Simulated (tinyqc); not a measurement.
Comparisons within one model: static screening by free carriers. A value that a table varies takes the place of the one given here.

kF = (3 pi^2 n/Mv)^(1/3), EF = c kF^2/m with c = hbar^2/2m0, n in 1/angstrom^3 (1e-24 per 1/cm^3), e2 = e^2/(4 pi eps0). Thomas-Fermi: qTF^2 = 6 pi e2 n/(eps EF). Debye: qD^2 = 4 pi e2 n/(eps kB T).

F_j(eta) = (1/Gamma(j + 1)) integral_0^infinity x^j dx/(1 + exp(x - eta)), which tends to exp(eta) for eta << 0.

At finite T: qs^2 = qD^2 F_-1/2(eta)/F_1/2(eta), where n = Mv N F_1/2(eta) and N = 2 (m kB T/(4 pi c))^(3/2) with c = hbar^2/2m0, in 1/angstrom^3; times 1e24 for 1/cm^3.

Donor in the screened potential -(e2/eps) exp(-qs r)/r with the trial function exp(-r/a): E(a) = c/(m a^2) - (e2/eps) 4/(a (2 + qs a)^2), e2 = e^2/(4 pi eps0), c = hbar^2/2m0; isotropic mass.

Lindhard at zero temperature: eps(q)/eps = 1 + (qTF/q)^2 L(x), x = q/(2 kF), L(x) = 1/2 + ((1 - x^2)/(4x)) ln|(1 + x)/(1 - x)|.

Constants: hbar^2/2m0 = 3.80998211 eV angstrom^2; e^2/(4 pi eps0) = 14.39964547 eV angstrom; kB = 8.617333262e-05 eV/K; a0 (Bohr radius) = 0.5291772105 angstrom.

Parameters, chosen for this exercise (near those of Si; the results hold for these values, not for the real material): m = 0.3195 m0 (mass of one isotropic valley); Mv = 6 (valleys); eps = 12 (background dielectric constant); T = 200 K; n = 3e+18 1/cm^3 (carrier density).

## Screening unbinds the donor

All carriers n are taken as free and screen with qs(T); E(a) is minimised over a; a dash marks no bound state. aB = a0 eps/m.

Donor level:
```
n (1/cm^3),n^(1/3) aB,qs aB,E (meV),a/aB
1.0e+15,0.020,0.019,-29.08,1.000
8.0e+15,0.040,0.053,-27.13,1.002
4.0e+16,0.068,0.118,-23.67,1.009
1.0e+17,0.092,0.186,-20.38,1.022
3.0e+17,0.133,0.321,-14.74,1.061
9.0e+17,0.192,0.552,-7.44,1.178
2.0e+18,0.250,0.812,-2.13,1.450
5.0e+18,0.340,1.243,-,-
```

aB = 19.9 angstrom

How do the results move?

The level rises from -29.08 meV at the lowest density to -2.13 meV at 2e+18 1/cm^3, against -30.19 meV unscreened. The trial function finds no bound state from 5e+18 1/cm^3 on, where qs aB = 1.24 and n^(1/3) aB = 0.34. This trial function loses binding at qs aB = 1 and the exact Yukawa problem at 1.19; the Mott rule of thumb is n^(1/3) aB = 0.26.

## From Debye to Thomas-Fermi

Screening lengths (angstrom):
```
n (1/cm^3),eta,Debye,Thomas-Fermi,finite T
4.0e+16,-5.91,169.0,21.14,169.1
3.0e+17,-3.89,61.72,15.11,61.94
1.0e+18,-2.67,33.81,12.36,34.21
6.0e+18,-0.76,13.80,9.170,14.75
2.0e+19,0.77,7.560,7.503,9.136
7.0e+19,3.13,4.041,6.089,6.376
3.0e+20,8.89,1.952,4.778,4.804
9.0e+20,18.65,1.127,3.978,3.983
```

How do the results move?

Debye is within 5 % of the finite-T length up to 1e+18 1/cm^3 of the densities listed and Thomas-Fermi from 7e+19 on. The length goes as n^-0.50 at the low end and n^-0.17 at the high end, against the limits -1/2 and -1/6. Both limits give too short a length.

## Static response in three, two and one dimensions

kF = 0.0245545 1/angstrom
qTF = 0.0971494 1/angstrom

x = q/(2 kF). Response over its long-wave value: L3 as above; L2 = 1 for x <= 1 and 1 - sqrt(1 - 1/x^2) beyond; L1 = ln|(1 + x)/(1 - x)|/(2x).

Response:
```
x,L3,L2,L1,"eps(q)/eps, Lindhard 3D",Thomas-Fermi
0.101,0.997,1.000,1.003,383.3,384.6
0.303,0.969,1.000,1.032,42.30,43.63
0.504,0.910,1.000,1.101,15.03,16.41
0.706,0.812,1.000,1.245,7.378,8.851
0.908,0.647,1.000,1.670,4.069,5.747
0.988,0.531,1.000,2.586,3.128,5.009
1.029,0.439,0.764,2.064,2.624,4.696
1.109,0.346,0.568,1.336,2.102,4.182
1.311,0.225,0.353,0.765,1.513,3.277
1.614,0.140,0.215,0.449,1.210,2.502
2.219,0.071,0.107,0.219,1.056,1.795
```

What does this show, and why?

Next to x = 1 the table has L3 = 0.531 and 0.439, L2 = 1.000 and 0.764, L1 = 2.586 and 2.064: an infinite slope in 3D, a kink in 2D and a logarithmic peak in 1D, where the whole Fermi surface is joined by 2 kF. These features give Friedel oscillations of period pi/kF = 128 angstrom at zero temperature; they wash out once kT nears EF, so this table, for T = 0, describes the gas only where EF is well above kT. Thomas-Fermi overstates eps(q) by 9.2 % at x = 0.504 and by 106.8 % at x = 1.614.

## What sets the screening length

All results formed anew. Each row changes one parameter from the base and keeps the others.

Results:
```
case,Debye (angstrom),Thomas-Fermi (angstrom),finite T (angstrom)
base,19.52,10.29,20.20
n = 6e+18 1/cm^3,13.80,9.170,14.75
m = 0.4153 m0,19.52,9.028,19.98
eps = 14.4,21.38,11.28,22.13
T = 260 K,22.25,10.29,22.78
Mv = 7,19.52,9.778,20.11
```

What does this show?

The largest shifts from the base row, up to three for each result and ties (the steps differ in size, so this ranks the rows, not the parameters). Debye (angstrom): n -5.72, T +2.74, eps +1.86; unchanged at the printed digits by m and Mv. Thomas-Fermi (angstrom): m -1.26, n -1.12, eps +0.982; unchanged at the printed digits by T. finite T (angstrom): n -5.45, T +2.58, eps +1.93.

Program tinyqc; command `OMP_NUM_THREADS=1 python tinyqc.py 1650985 1650986 out.jsonl`; about 0.01 s on one thread of a shared Intel(R) Xeon(R) Processor @ 2.30GHz.
